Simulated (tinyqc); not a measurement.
Inside a calculation. Model: leakage currents through a thin dielectric. Computed by tinyqc, a small Python program that keeps every step. Command: `OMP_NUM_THREADS=1 python tinyqc.py 3001439 3001440 out.jsonl leak walk`. One thread of a shared host (Intel(R) Xeon(R) Processor @ 2.30GHz), about 0.02 s of CPU time with the checks. Intermediate numbers are printed to about 5 digits and carried at full precision; extremes and crossings named in words are read from the listed rows.

Electrons leave an electrode with Fermi energy E_F above its band bottom; barriers are counted from the Fermi level, and both electrodes are alike.

Inputs (values chosen for the exercise, modelled on Si3N4):

| quantity | value | unit |
|---|---|---|
| barrier height phi_B | 2.06 | eV |
| tunnelling mass m | 0.37 | m_0 |
| static permittivity k | 7.86 | - |
| optical permittivity k_o | 3.85 | - |
| trap depth phi_t | 1.4 | eV |
| Poole-Frenkel prefactor sigma_0 | 4.5e-08 | S/cm |
| thickness t | 3.3 | nm |
| electrode Fermi energy E_F | 5.9 | eV |
| electrode mass m_e | 0.5 | m_0 |
| voltage V | 2.2 | V |
| temperature T | 200 | K |

Stack: single layer.

Constants: m_0 = 9.1093837015e-31 kg; e = 1.602176634e-19 C; hbar = 1.054571817e-34 J s; k_B = 8.617333262e-05 eV/K; k_B = 1.380649e-23 J/K; eps_0 = 8.8541878128e-12 F/m; h = 6.62607015e-34 J s.

## Fields

Field F = V/t; equivalent oxide thickness 3.9 t/k.

field F = 6.6667 MV/cm

equivalent oxide thickness = 1.6374 nm

## Transmission at the Fermi level

WKB: a layer of mass m, field F and barrier b(x) = b_0 - e F x gives the exponent (4 sqrt(2 m)/(3 hbar e F)) [b_0^(3/2) - max(b_0 - e F t, 0)^(3/2)] for b_0 > 0; b_0 = barrier - (E - E_F); the transmission is D(E) = exp(-sum of exponents), without image force.

exponent of the dielectric = 18.428

transmission D(E_F) = 9.9304e-09

At E_F the barrier of the dielectric is triangular (Fowler-Nordheim tunnelling): its far edge lies below E_F.

## Tunnel current

Tsu-Esaki: J = (e m_e k_B T/(2 pi^2 hbar^3)) int D(E) ln[(1 + exp((E_F - E)/k_B T))/(1 + exp((E_F - eV - E)/k_B T))] dE over the normal energy E (its change with the mass at an interface is neglected) from max(0, E_F - 3 eV) to E_F + largest barrier, by 100 Gauss-Legendre points in each part, split at E_F - 0.3 eV (if inside the range) and E_F + 8 k_B T. The mean energy weights E - E_F by the integrand.

tunnel current density = 0.52895 A/cm^2

mean energy of the current above E_F = -0.16202 eV

The current flows close to or below E_F.

## Thermal currents

Schottky emission J = A T^2 exp(-(phi_B - sqrt(e^3 F/(4 pi k_o eps_0)))/k_B T), A = 4 pi e m k_B^2/h^3 with the tunnelling mass; Poole-Frenkel J = sigma_0 F exp(-(phi_t - sqrt(e^3 F/(pi k_o eps_0)))/k_B T); both use the field F of the dielectric.

Schottky lowering = 0.49934 eV

Poole-Frenkel lowering = 0.99869 eV

Schottky current density = 8.3805e-34 A/cm^2

Poole-Frenkel current density = 2.3148e-11 A/cm^2

The Poole-Frenkel lowering is twice the Schottky one, because the charge of a trap is fixed while an image charge moves with the electron.

## Which mechanism rules?

The formulas are those given above.

Current densities (A/cm^2):

| V (V) | F (MV/cm) | tunnelling | Schottky | Poole-Frenkel |
|---|---|---|---|---|
| 0.44 | 1.333 | 1.1799e-04 | 9.2812e-41 | 5.6782e-26 |
| 0.77 | 2.333 | 4.2256e-04 | 6.0885e-39 | 4.2761e-22 |
| 1.10 | 3.333 | 1.5846e-03 | 1.7291e-37 | 4.9269e-19 |
| 1.50 | 4.545 | 9.2030e-03 | 5.3747e-36 | 6.4915e-16 |
| 1.90 | 5.758 | 7.1207e-02 | 1.0812e-34 | 3.3276e-13 |
| 2.20 | 6.667 | 5.2895e-01 | 8.3805e-34 | 2.3148e-11 |
| 2.60 | 7.879 | 1.0735e+01 | 1.0457e-32 | 4.2596e-09 |
| 3.30 | 10.000 | 4.5317e+02 | 5.6392e-31 | 1.5721e-05 |

The largest current is tunnelling from 0.440 to 3.30 V. Over the table tunnelling grows by 6.6 decades, Schottky by 9.8 and Poole-Frenkel by 20.4. A plot of ln(J/F) against sqrt(F) for the Poole-Frenkel column has the slope 22.44 per sqrt(MV/cm), from which k_o follows; reading it as Schottky emission would give about k_o/4.

Checks made by the program: energy integral against adaptive quadrature (relative difference 1e-06).
